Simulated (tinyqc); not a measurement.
Worked calculation: electrons shared among three sets of ellipsoidal valleys. Values are carried at full precision from step to step, so a last printed digit may differ when a step is redone from the rounded ones.

Constants: hbar^2/2m0 = 3.80998211 eV angstrom^2; kB = 8.617333262e-05 eV/K.

Values chosen for the exercise (masses and offsets near those of Ge; mobilities are free inputs, held fixed; the results hold for these values, not for the real material):
- ml = (1.549, 0.041, 0.889) m0 (longitudinal masses of L, Gamma, Delta)
- mt = (0.0804, 0.041, 0.2085) m0 (transverse masses)
- M = (4, 1, 6) (valleys in each set)
- T = 400 K
- dE = (0, 0.119, 0.175) eV (edges of L, Gamma, Delta above the first)
- n = 6.5e+18 1/cm^3 (total electron density)
- mu = (4400, 22000, 1300) cm^2/(V s) (mobility of each set)

## Masses of each set

One valley: m_d = (ml mt^2)^(1/3). Whole set: m_de = M^(2/3) m_d. Mean over three axes: 1/m_c = (1/ml + 2/mt)/3. Anisotropy K = ml/mt.

m_d, m_de, m_c (m0) and K of each set:
```
set       m_d    m_de     m_c      K
L      0.2155  0.5431  0.1175  19.27
Gamma  0.0410  0.0410  0.0410   1.00
Delta  0.3381  1.1164  0.2799   4.26
```

m_de/m_c is 4.62 for L, 1.00 for Gamma, 3.99 for Delta: many anisotropic valleys give many states at a light conductivity mass. m_c is the mean over three axes; a set that holds only some of the equivalent valleys conducts with a mass that depends on direction.

## Effective densities of states

N_i = M_i times N = 2 (m kB T/(4 pi c))^(3/2) with c = hbar^2/2m0, in 1/angstrom^3; times 1e24 for 1/cm^3, with m = (ml mt^2)^(1/3).

kT = 0.034469 eV

N_i (1/cm^3): L 1.5464e+19, Gamma 3.2074e+17, Delta 4.5571e+19

## Fermi level and populations

F_j(eta) = (1/Gamma(j + 1)) integral_0^infinity x^j dx/(1 + exp(x - eta)), which tends to exp(eta) for eta << 0.

Solve n = sum_i N_i F_1/2((EF - dE_i)/kT), energies from the edge of the first set.

EF = -0.0256 eV

eta_i: L -0.74, Gamma -4.20, Delta -5.82

n_i (1/cm^3): L 6.36e+18, Gamma 4.80e+15, Delta 1.35e+17

shares: L 0.9785, Gamma 0.0007, Delta 0.0208

L holds most electrons (97.8 %). Boltzmann weights N_i exp(-dE_i/kT) would give Gamma a share of 0.0006.

## Drift and Hall mobility of the mixture

With f_i the shares, mu_drift = sum f_i mu_i; low-field Hall mobility mu_H = sum f_i mu_i^2/mu_drift (scattering and anisotropy factors set to 1); the Hall density is n mu_drift/mu_H; rho = 1/(e n mu_drift), e = 1.602176634e-19 C.

mu_drift = 4349 cm^2/(V s)
mu_H = 4447 cm^2/(V s)
Hall density = 6.36e+18 1/cm^3
rho = 0.000221 ohm cm

A Hall measurement would read 97.8 % of the true density. The mobilities are of the size met in pure crystals; at this density impurities would cut them and raise rho, by a factor of two to ten or more depending on crystal and density.

## Checks

- Share of Gamma at n = 1e10 1/cm^3 against the Boltzmann weight: both 0.0006446.

Run: tinyqc, `OMP_NUM_THREADS=1 python tinyqc.py 1681305 1681306 out.jsonl`; Intel(R) Xeon(R) Processor @ 2.30GHz, one thread, shared host; about 0.01 s of CPU time with all checks.
